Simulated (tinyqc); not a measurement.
Worked calculation: ROHF in the sto-6g basis, for H4+, spin multiplicity 2. One step of it, computed by the program tinyqc.

Task: Iteration 2: building the Fock matrix. J_ij = sum D_kl (ij|kl) with D = D(alpha) + D(beta), K_ij = sum D_kl (ik|jl) for each spin; F = H + J - K(s); E = tr D H + tr D J / 2 - 0.5 sum_s tr D(s) K(s) + E_nn.

D(alpha) after iteration 1, lower triangle:
```
           1H 1s      2H 1s     3H 1s     4H 1s
1H 1s   0.407600
2H 1s   0.407600   0.407600
3H 1s  -0.035034  -0.035034  0.407600
4H 1s  -0.035034  -0.035034  0.407600  0.407600
```

D(beta) after iteration 1, lower triangle:
```
          1H 1s     2H 1s     3H 1s     4H 1s
1H 1s  0.186283
2H 1s  0.186283  0.186283
3H 1s  0.186283  0.186283  0.186283
4H 1s  0.186283  0.186283  0.186283  0.186283
```

core Hamiltonian H = T + V (hartree), lower triangle:
```
           1H 1s      2H 1s      3H 1s      4H 1s
1H 1s  -1.230532
2H 1s  -0.397083  -1.230532
3H 1s  -0.124617  -0.058133  -1.230532
4H 1s  -0.058133  -0.124617  -0.397083  -1.230532
```

Two-electron integrals (ij|kl) in chemists' order, unique and non-zero (hartree):
```
(11|11) 0.774999   (21|11) 0.124133   (21|21) 0.031108   (22|11) 0.333929
(22|21) 0.124133   (22|22) 0.774999   (31|11) 0.031774   (31|21) 0.006168
(31|22) 0.019880   (31|31) 0.002608   (32|11) 0.010952   (32|21) 0.002904
(32|22) 0.012421   (32|31) 0.000960   (32|32) 0.000459   (33|11) 0.230204
(33|21) 0.051030   (33|22) 0.190639   (33|31) 0.031774   (33|32) 0.012421
(33|33) 0.774999   (41|11) 0.012421   (41|21) 0.002904   (41|22) 0.010952
(41|31) 0.000960   (41|32) 0.000446   (41|33) 0.010952   (41|41) 0.000459
(42|11) 0.019880   (42|21) 0.006168   (42|22) 0.031774   (42|31) 0.001627
(42|32) 0.000960   (42|33) 0.019880   (42|41) 0.000960   (42|42) 0.002608
(43|11) 0.051030   (43|21) 0.012503   (43|22) 0.051030   (43|31) 0.006168
(43|32) 0.002904   (43|33) 0.124133   (43|41) 0.002904   (43|42) 0.006168
(43|43) 0.031108   (44|11) 0.190639   (44|21) 0.051030   (44|22) 0.230204
(44|31) 0.019880   (44|32) 0.010952   (44|33) 0.333929   (44|41) 0.012421
(44|42) 0.031774   (44|43) 0.124133   (44|44) 0.774999
```

nuclear repulsion = 1.52117579 hartree

Give: Coulomb J; exchange K(alpha); exchange K(beta); F(alpha); F(beta); total energy of this density.

Result:

Coulomb J (hartree), lower triangle:
```
        1H 1s   2H 1s   3H 1s   4H 1s
1H 1s  1.1393
2H 1s  0.2653  1.1393
3H 1s  0.0779  0.0355  1.1393
4H 1s  0.0355  0.0779  0.2653  1.1393
```

exchange K(alpha) (hartree), lower triangle:
```
        1H 1s   2H 1s   3H 1s   4H 1s
1H 1s  0.4281
2H 1s  0.2488  0.4281
3H 1s  0.0300  0.0229  0.4281
4H 1s  0.0229  0.0300  0.2488  0.4281
```

exchange K(beta) (hartree), lower triangle:
```
        1H 1s   2H 1s   3H 1s   4H 1s
1H 1s  0.2172
2H 1s  0.1299  0.2172
3H 1s  0.0844  0.0730  0.2172
4H 1s  0.0730  0.0844  0.1299  0.2172
```

F(alpha) (hartree), lower triangle:
```
         1H 1s    2H 1s    3H 1s    4H 1s
1H 1s  -0.5193
2H 1s  -0.3806  -0.5193
3H 1s  -0.0767  -0.0455  -0.5193
4H 1s  -0.0455  -0.0767  -0.3806  -0.5193
```

F(beta) (hartree), lower triangle:
```
         1H 1s    2H 1s    3H 1s    4H 1s
1H 1s  -0.3085
2H 1s  -0.2616  -0.3085
3H 1s  -0.1312  -0.0956  -0.3085
4H 1s  -0.0956  -0.1312  -0.2616  -0.3085
```

total energy of this density = -1.489261 hartree
